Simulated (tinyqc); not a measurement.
Worked calculation: Rayleigh-quotient iteration on a symmetric matrix. Computed by tinyqc, a small Python program that keeps every step. Settings: method = rayleigh, shift = 1.21. Command: `OMP_NUM_THREADS=1 python tinyqc.py 23723 23724 out.jsonl` (the two numbers bound the seeds that draw the settings). One thread of a shared host (Intel(R) Xeon(R) Processor @ 2.60GHz), about 0.01 s of CPU time with the checks.

## Step 1

A:
```
          1         2         3         4         5         6
1   0.11600   0.43500   0.06700  -0.12800   0.65200  -1.40700
2   0.43500   0.82900   1.26400  -0.42000  -1.21300   0.85200
3   0.06700   1.26400   2.71300  -0.41300   0.28300   0.51400
4  -0.12800  -0.42000  -0.41300   3.15500  -0.55700   0.27500
5   0.65200  -1.21300   0.28300  -0.55700   3.19200  -0.32000
6  -1.40700   0.85200   0.51400   0.27500  -0.32000   3.60900
```

vector v at the start: 0.40825  0.40825  0.40825  0.40825  0.40825  0.40825

shift = 1.21000

solve (A - shift) w = v; v' = w/|w| with its largest component positive (the first on a tie); lambda = v'^T A v'; the next shift is lambda.

vector after step 1: -0.39697  -0.35169  0.74514  0.36649  0.14973  -0.08219

Rayleigh quotient after step 1 = 1.42422

## Step 2

As before.

vector after step 2: 0.55340  0.47093  0.20855  0.54183  0.36108  0.06726

Rayleigh quotient after step 2 = 1.44302

## Course of the iteration

Stop when the residual |A v - lambda v| is below 1e-9.

Steps:
```
step     lambda  residual
1     1.4242207  1.20e+00
2     1.4430208  1.09e+00
3     1.5871762  1.05e+00
4     1.9693450  8.71e-01
5     2.3775062  2.89e-01
6     2.4170176  5.66e-03
7     2.4170309  3.95e-08
8     2.4170309  6.50e-16
```

all eigenvalues, for comparison: -1.05715  0.29047  2.41703  3.09784  3.95035  4.91546

Converged in 8 steps.
